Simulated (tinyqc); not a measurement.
Exact and approximate size effects: heat flow across a film from the phonon Boltzmann equation in the relaxation-time approximation. Computed by tinyqc, a small Python program. Command: `OMP_NUM_THREADS=1 python tinyqc.py 3013610 3013611 out.jsonl slabbte walk`. One thread of a shared host (Intel(R) Xeon(R) Processor @ 2.30GHz), about 0.02 s of CPU time with the checks.

Two black walls, hot at x = 0 and cold at x = L, emit phonons isotropically. For one free path Lambda, with tau = x/Lambda, tau_L = L/Lambda and phi = (T - T_cold)/Delta T, energy balance gives phi(tau) = (1/2) [E2(tau) + int_0^tau_L phi(s) E1(|tau - s|) ds]; E_n are the exponential integrals. The flux over the ballistic flux C v Delta T/4 is psi = 1 - 2 int_0^tau_L phi(s) E2(s) ds, and kappa_eff/kappa = (3/4) tau_L psi. kappa = C v Lambda/3 is an input, so at fixed kappa a longer free path means a smaller C v.

Inputs (values chosen for the exercise, modelled on silicon):

| quantity | value | unit |
|---|---|---|
| free path Lambda_1 | 170 | nm |
| free path Lambda_2 | 2400 | nm |
| share f_2 of kappa | 0.41 | - |
| free path Lambda_3 | 6200 | nm |
| share f_3 of kappa | 0.1 | - |

Free-path groups: three.

Method:
- Cut the film into n equal cells with constant phi, collocated at the centres c_i: the kernel integrates to A_ij = |E2(|c_i - e_j|) - E2(|c_i - e_(j+1)|)|/2 for cell edges e_j, and A_ii = 1 - E2(half a cell); solve (1 - A) phi = E2(c)/2; psi = 1 - 2 sum_j phi_j [E3(e_j) - E3(e_(j+1))].
- Each group is solved on its own with 150 and 300 cells, psi = (4 psi(300) - psi(150))/3, and weighted by its share of kappa (f_1 is what the others leave); exchange of energy between groups inside the film is left out.
- Two-flux: kappa_eff/kappa = sum f_i/(1 + 4 Lambda_i/(3 L)). Matthiessen with the thickness: sum f_i/(1 + Lambda_i/L). Ballistic limit: sum f_i 3 L/(4 Lambda_i).

Kappa_eff/kappa:

| L (nm) | Boltzmann | two-flux | Matthiessen | ballistic limit |
|---|---|---|---|---|
| 5.1 | 0.011430 | 0.011496 | 0.015223 | 0.011740 |
| 17 | 0.036020 | 0.036558 | 0.047703 | 0.039134 |
| 42 | 0.080418 | 0.082418 | 0.10480 | 0.096683 |
| 100 | 0.15866 | 0.16362 | 0.19947 | 0.23020 |
| 260 | 0.28778 | 0.29564 | 0.34038 | 0.59852 |
| 680 | 0.43895 | 0.44696 | 0.49240 | 1.5654 |
| 1700 | 0.58326 | 0.59165 | 0.63697 | 3.9134 |
| 4200 | 0.72260 | 0.73130 | 0.77223 | 9.6683 |

The two-flux formula lies above the Boltzmann result by at most about 3.1 % (at L = 100 nm); the Matthiessen form is high by up to 33 %, since it misses the factor 3/4 of the ballistic limit. The thinnest film reaches 97 % of that limit, and the thickest, 25 Lambda_1, only 72 % of the bulk value: the long free paths keep the size effect alive far beyond Lambda_1. Rows below about 10 nm are near the phonon wavelength, where a particle picture fails.
